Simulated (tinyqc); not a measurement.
From results back to parameters: electrons shared among three sets of ellipsoidal valleys. Three cases, with inputs chosen for the exercise.

Problem. With Boltzmann statistics n(Gamma)/n(L) = R exp(-dE/kB T), where R = N_2/N_1 does not depend on T. Two ratios were computed from hidden R and dE.

Constants: kB = 8.617333262e-05 eV/K.

Case 1.

Values chosen (out of a larger set: masses and offsets near those of Ge; mobilities are free inputs, held fixed; not measured data): Ta = 300 K; Tb = 600 K.

ratio at Ta = 4.99068e-05
ratio at Tb = 0.00103968

Case 2.

Values chosen (out of a larger set: masses and offsets near those of Ge; mobilities are free inputs, held fixed; not measured data): Ta = 300 K; Tb = 600 K.

ratio at Ta = 3.19802e-05
ratio at Tb = 0.000840269

Case 3.

Values chosen (out of a larger set: masses and offsets near those of Ge; mobilities are free inputs, held fixed; not measured data): Ta = 300 K; Tb = 500 K.

ratio at Ta = 0.000310428
ratio at Tb = 0.00170266

Find: dE; R.

Solution. dE = kB ln(ratio_b/ratio_a)/(1/Ta - 1/Tb); then R = ratio_a exp(dE/kB Ta).

Case 1.

dE = 0.157 eV
R = 0.0217

Case 2.

dE = 0.169 eV
R = 0.0221

Case 3.

dE = 0.110 eV
R = 0.0219

Computed by tinyqc, one run a case: `OMP_NUM_THREADS=1 python tinyqc.py N N+1 out.jsonl` with N = 1680439, 1680627, 1680945; one thread of a shared Intel(R) Xeon(R) Processor @ 2.30GHz, about 0.01 s a run at most.
